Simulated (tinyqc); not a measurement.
Donors with valley-orbit split 1s states: one step. Mobility and resistivity. Five cases, with inputs chosen for the exercise.

Question. Compare with full ionisation, n = ND - NA.

Mobility (Caughey-Thomas form): mu = mu0 + (mu1 (T/300)^(-ga) - mu0)/(1 + ((ND + NA)/Nr)^de); rho = 1/(e n mu), e = 1.602176634e-19 C.

Case 1.

Values chosen (near those of As in Si; shifted at random, so the results belong to these values and not to a real crystal): ND = 7.8e+17 1/cm^3 (donors); NA = 0 1/cm^3 (compensating acceptors, all ionised); mu0 = 63 cm^2/(V s) (mobility at heavy doping); mu1 = 1450 cm^2/(V s) (mobility at light doping and 300 K); Nr = 1e+17 1/cm^3 (reference doping); de = 0.72 (doping exponent); ga = 2.3 (temperature exponent); T = 200 K.

n = 2.5333e+17 1/cm^3

Case 2.

Values chosen (near those of P in Si; shifted at random, so the results belong to these values and not to a real crystal): ND = 2.6e+17 1/cm^3 (donors); NA = 2.1e+16 1/cm^3 (compensating acceptors, all ionised); mu0 = 69 cm^2/(V s) (mobility at heavy doping); mu1 = 1367 cm^2/(V s) (mobility at light doping and 300 K); Nr = 9.8e+16 1/cm^3 (reference doping); de = 0.72 (doping exponent); ga = 2.3 (temperature exponent); T = 500 K.

n = 2.1484e+17 1/cm^3

Case 3.

Values chosen (near those of As in Si; shifted at random, so the results belong to these values and not to a real crystal): ND = 9.2e+15 1/cm^3 (donors); NA = 0 1/cm^3 (compensating acceptors, all ionised); mu0 = 71 cm^2/(V s) (mobility at heavy doping); mu1 = 1333 cm^2/(V s) (mobility at light doping and 300 K); Nr = 1e+17 1/cm^3 (reference doping); de = 0.72 (doping exponent); ga = 2.3 (temperature exponent); T = 300 K.

n = 9.0457e+15 1/cm^3

Case 4.

Values chosen (near those of As in Si; shifted at random, so the results belong to these values and not to a real crystal): ND = 4.5e+16 1/cm^3 (donors); NA = 1.5e+16 1/cm^3 (compensating acceptors, all ionised); mu0 = 62 cm^2/(V s) (mobility at heavy doping); mu1 = 1342 cm^2/(V s) (mobility at light doping and 300 K); Nr = 9.4e+16 1/cm^3 (reference doping); de = 0.72 (doping exponent); ga = 2.3 (temperature exponent); T = 200 K.

n = 2.3140e+16 1/cm^3

Case 5.

Values chosen (near those of As in Si; shifted at random, so the results belong to these values and not to a real crystal): ND = 2.1e+15 1/cm^3 (donors); NA = 0 1/cm^3 (compensating acceptors, all ionised); mu0 = 65 cm^2/(V s) (mobility at heavy doping); mu1 = 1404 cm^2/(V s) (mobility at light doping and 300 K); Nr = 1e+17 1/cm^3 (reference doping); de = 0.72 (doping exponent); ga = 2.3 (temperature exponent); T = 300 K.

n = 2.0923e+15 1/cm^3

Give: mu; rho; rho at full ionisation.

Answer.

Case 1.

mu = 735.1 cm^2/(V s)
rho = 0.0335 ohm cm
rho at full ionisation = 0.0109 ohm cm

Incomplete ionisation raises rho by a factor 3.08.

Case 2.

mu = 181.7 cm^2/(V s)
rho = 0.160 ohm cm
rho at full ionisation = 0.144 ohm cm

Incomplete ionisation raises rho by a factor 1.11.

Case 3.

mu = 1141.0 cm^2/(V s)
rho = 0.605 ohm cm
rho at full ionisation = 0.595 ohm cm

Incomplete ionisation raises rho by a factor 1.02.

Case 4.

mu = 2004.3 cm^2/(V s)
rho = 0.135 ohm cm
rho at full ionisation = 0.104 ohm cm

Incomplete ionisation raises rho by a factor 1.3.

Case 5.

mu = 1325.9 cm^2/(V s)
rho = 2.25 ohm cm
rho at full ionisation = 2.24 ohm cm

Incomplete ionisation raises rho by a factor 1.

Computed by tinyqc, one run a case: `OMP_NUM_THREADS=1 python tinyqc.py N N+1 out.jsonl` with N = 1681689, 1681768, 1681842, 1681963, 1682180; one thread of a shared Intel(R) Xeon(R) Processor @ 2.30GHz, about 0.01 s a run at most.
